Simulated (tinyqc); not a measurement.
Liquidus of a compound AB in a simple-solution melt, liquid-phase epitaxy and vapour pressures: one step, computed by the program tinyqc. Command: `OMP_NUM_THREADS=1 python tinyqc.py 3016940 3016941 out.jsonl liq35 walk`. One thread of a shared host (Intel(R) Xeon(R) Processor @ 2.30GHz), about 0.06 s of CPU time with the checks.

x is the atom fraction of B in the melt. The melt is a simple solution: R T ln gamma_B = W (1 - x)^2, R T ln gamma_A = W x^2, W = a + b T. The solid AB is stoichiometric.

Task: Slope of the liquidus. Liquidus (Vieland): f(x) = R T ln[4 x (1 - x)] + 2 W (1/2 - x)^2 + S_F (T_F - T) = 0. dx/dT = -(df/dT)/f', df/dT = R ln[4 x (1 - x)] + 2 b (1/2 - x)^2 - S_F, f' = (1 - 2x)[R T/(x (1 - x)) - 2 W]. Concentrations: C_L = x N_A/V_L in the melt, C_S = 4/a0^3 in the solid; m = dT/dC_L.

Inputs (values chosen for the exercise, for a model compound): entropy of fusion S_F = 65.2 J/(mol K); interaction slope b = -15.5 J/(mol K); saturation temperature T = 1437 K; molar volume of the melt V_L = 11.9 cm^3/mol; lattice constant a0 = 5.451 angstrom.

solubility x = 0.06729730

W = -11.2735 kJ/mol

Constants: R = 8.314462618 J/(mol K); N_A = 6.02214076e+23 1/mol; k_B = 8.617333262e-05 eV/K.

Give: dx/dT; C_L; C_S; slope m; apparent heat of solution k_B T^2 d ln x/dT.

Result:

dx/dT = 4.478e-04 1/K

C_L = 3.406e+21 1/cm^3

C_S = 2.470e+22 1/cm^3

slope m = 4.413e-20 K cm^3

apparent heat of solution k_B T^2 d ln x/dT = 1.184 eV
